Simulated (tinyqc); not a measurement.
Resistance of a tapered via with liner, size effect and interface: one step of the calculation.

A round via whose diameter grows from db at the bottom as D(z) = db + 2 z/tan(ang). The fill, of diameter D - 2 tl, starts above the bottom liner (thickness fb tl) and has rho = rho0 (1 + ks lam/(D - 2 tl)); the sidewall liner conducts in parallel with it. The bottom liner and the interface are crossed over the full area pi db^2/4. Spreading in the lines above and below is left out.

Question. Total resistance. R_fill = sum of the slices; R_bottom = rl fb tl/(pi db^2/4); R_interface = ri/(pi db^2/4); ballistic (Sharvin) limit 1/(Sb pi (db - 2 tl)^2/4); ideal cylinder rho0 hv/(pi db^2/4).

Inputs (values chosen for the exercise); fill metal close to ruthenium: diameter at the bottom db = 23 nm; height hv = 36 nm; bulk resistivity of the fill rho0 = 7.61 uohm cm; liner on the sidewall tl = 0.2 nm; liner at the bottom over that on the sidewall fb = 0.5; resistivity of the liner rl = 240 uohm cm; interface resistivity at the bottom ri = 4.6e-12 ohm cm^2; ballistic conductance per area, about 3/(4 rho0 lam) Sb = 1.5e15 S/m^2.

| slice | slice resistance (ohm) |
|---|---|
| 0 | 0.85931434 |
| 1 | 0.80586551 |
| 2 | 0.75723247 |
| 3 | 0.71285554 |
| 4 | 0.67225381 |
| 5 | 0.63501224 |
| 6 | 0.60077115 |
| 7 | 0.56921761 |
| 8 | 0.54007832 |

Wanted: parts; R; shares; ballistic limit; ideal cylinder.

Answer.

parts (ohm): fill 6.153, bottom liner 0.5777, interface 1.107
R = 7.837 ohm
shares (%): fill 78.50, bottom liner 7.37, interface 14.13
ballistic limit = 1.662 ohm
ideal cylinder = 6.594 ohm

The fill is the largest part, and R is 1.19 times the ideal cylinder. With 2000 slices R = 7.8387 ohm.

tinyqc, about 0.01 s, one thread, Intel Xeon 2.30GHz (shared host): `OMP_NUM_THREADS=1 python tinyqc.py 2750097 2750098 out.jsonl`
